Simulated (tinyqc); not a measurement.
# Germanium share from the critical thickness

Inverse problem. Critical thickness (Matthews-Blakeslee, 60-degree dislocations): h = bv (1 - nu/4)[ln(h/bv) + 1]/(4 pi e_par (1 + nu)), nu = c12/(c11 + c12). e_par = b1 x. Find e_par and x.

Values chosen for this exercise:
- b1 = 0.0418 (lattice mismatch per unit x)
- c11 = 171 GPa (elastic constant)
- c12 = 65 GPa (elastic constant)
- bv = 0.384 nm (Burgers vector)

critical thickness = 17.056107 nm

Solution. For given h the relation is explicit in the strain.

e_par = 0.6270 %
x = 0.1500

tinyqc, about 0.03 s, one thread, Intel Xeon 2.30GHz (shared host): `OMP_NUM_THREADS=1 python tinyqc.py 2530076 2530077 out.jsonl`
